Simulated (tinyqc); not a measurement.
Impurity strength from the transmission.

Question. An infinite chain has hopping -t with t = 2.18 eV and site energy 0; E = -2 t cos(k) with E = -0.1 eV. One site has the energy u > 0, so T(E) = 1/[1 + u^2/(4 t^2 sin^2 k)]. Find sin^2 k and u.

T(E) = 0.81015875

Answer. sin^2 k = 1 - (E/2t)^2, and u = 2 t |sin k| sqrt(1/T(E) - 1).

sin^2 k = 0.9995
u = 2.110 eV

Numbers from tinyqc (`OMP_NUM_THREADS=1 python tinyqc.py 2660007 2660008 out.jsonl`; about 0.02 s on one thread of a shared Intel Xeon 2.30GHz).
